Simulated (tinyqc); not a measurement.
# Contact resistivity and sheet resistance from two contact lengths

Problem. Rc = [sqrt(rc Rsh)/Wc] coth(Lc/(2 LT)), LT = sqrt(rc/Rsh), Wc = 126 nm; the second contact is twice as long as the first. Find LT, rc and Rsh.

Rc for Lc = 15 and 30 nm (ohm): [387.543286, 203.523559]

Solution. With t = tanh(Lc/(2 LT)) for the shorter contact, the resistance of the longer over that of the shorter is (1 + t^2)/2. Then sqrt(rc Rsh) = Rc t Wc, and rc and Rsh follow by multiplying and dividing by LT.

LT = 32.86 nm
rc = 3.600e-9 ohm cm^2
Rsh = 333.3 ohm

Computed by the program tinyqc: `OMP_NUM_THREADS=1 python tinyqc.py 2170083 2170084 out.jsonl`, one thread of a shared Intel Xeon 2.30GHz, about 0.04 s for the whole run.
